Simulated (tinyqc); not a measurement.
Raman shift of the zone-centre optical phonon of a diamond-structure crystal under stress: one step, computed by the program tinyqc. Command: `OMP_NUM_THREADS=1 python tinyqc.py 3031851 3031852 out.jsonl ramanstress walk`. One thread of a shared host (Intel(R) Xeon(R) Processor @ 2.30GHz), about 0.01 s of CPU time with the checks.

Axes x, y, z are the cube axes. Strain shifts the threefold optical mode and can split it; p, q and r are the phonon deformation potentials.

Task: Stress and strain tensors. Equal biaxial stress in the plane normal to the axis (unit vector n): sigma_ij = sigma (delta_ij - n_i n_j). eps_xx = S11 sigma_xx + S12 (sigma_yy + sigma_zz), and cyclic; eps_xy = S44 sigma_xy/2 (tensor strain).

Inputs (values chosen for the exercise, modelled on germanium): stress sigma (tension positive) = -1.2 GPa.

Stress state: biaxial. Axis: [110].

S44 = 15.13775 1/TPa

S11 = 9.805516 1/TPa

S12 = -2.660203 1/TPa

Give: stress; strain; volume strain.

Result:

stress (GPa):
```
      x     y     z
x  -0.6   0.6   0.0
y   0.6  -0.6   0.0
z   0.0   0.0  -1.2
```

strain (per mille):
```
        x       y       z
x  -1.095   4.541   0.000
y   4.541  -1.095   0.000
z   0.000   0.000  -8.574
```

volume strain = -10.76 per mille
